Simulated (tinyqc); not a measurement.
Occupation against the Fermi level: defect-molecule model of a vacancy with Jahn-Teller distortion.

Four dangling hybrids a, b, c, d point into the vacancy: H_ii = E0, and -gm between any two. A tetragonal distortion Q pairs a with b and c with d: those two couplings become -gm - I Q and the other four -gm + I Q/2, at an elastic cost k Q^2/2. The a1 level holds two electrons; charge states 2+, + and 0 put n = 0, 1, 2 more into the lowest level of t2 origin. Energy from the 2+ state at Q = 0, with the Fermi level mu counted from Ev: W_n(Q) = n (et - 2 I Q) + k Q^2/2 + Uc n (n - 1)/2 - n mu. et = E0 + gm is the undistorted t2 level.

Constants: kB = 8.617333262e-05 eV/K.

Inputs chosen for the exercise (of the size used for the vacancy in silicon; shifted at random, so the results belong to these values and not to a real crystal): E0 = -0.06 eV (level of a dangling hybrid, from Ev); gm = 0.41 eV (coupling between two dangling hybrids); I = 0.91 eV/angstrom (Jahn-Teller coupling); k = 12.3 eV/angstrom^2 (force constant of the mode); Uc = 0.18 eV (repulsion of two electrons in one orbital); T = 77 K (temperature); mu1 = 0.05 eV (first Fermi level).

Weights g_n exp(-W_n/kT) with W_n = n et - n^2 E_JT + Uc n (n - 1)/2 - n mu, E_JT = 2 I^2/k, degeneracies 1, 6 (spin and three axes) and 3; mu = mu1 + 0.03 j eV.

Shares:

| mu (eV) | 2+ | + | 0 | mean charge |
|---|---|---|---|---|
| 0.05 | 1.0000 | 0.0000 | 0.0000 | 2.0000 |
| 0.08 | 1.0000 | 0.0000 | 0.0000 | 2.0000 |
| 0.11 | 1.0000 | 0.0000 | 0.0000 | 2.0000 |
| 0.14 | 0.9996 | 0.0001 | 0.0003 | 1.9994 |
| 0.17 | 0.2910 | 0.0019 | 0.7071 | 0.5839 |
| 0.20 | 0.0000 | 0.0000 | 0.9999 | 0.0001 |
| 0.23 | 0.0000 | 0.0000 | 1.0000 | 0.0000 |
| 0.26 | 0.0000 | 0.0000 | 1.0000 | 0.0000 |
| 0.29 | 0.0000 | 0.0000 | 1.0000 | 0.0000 |

U_eff = Uc - 2 E_JT = -0.089 eV and kT = 6.6 meV. The + state reaches at most 0.188 % on these rows, at mu = 0.17 eV. It is the only paramagnetic state, so such a defect shows little spin resonance in the dark. The mean charge goes from 2.00 to 0.00.

Program tinyqc; command `OMP_NUM_THREADS=1 python tinyqc.py 1481548 1481549 out.jsonl`; about 0.01 s on one thread of a shared Intel(R) Xeon(R) Processor @ 2.30GHz.
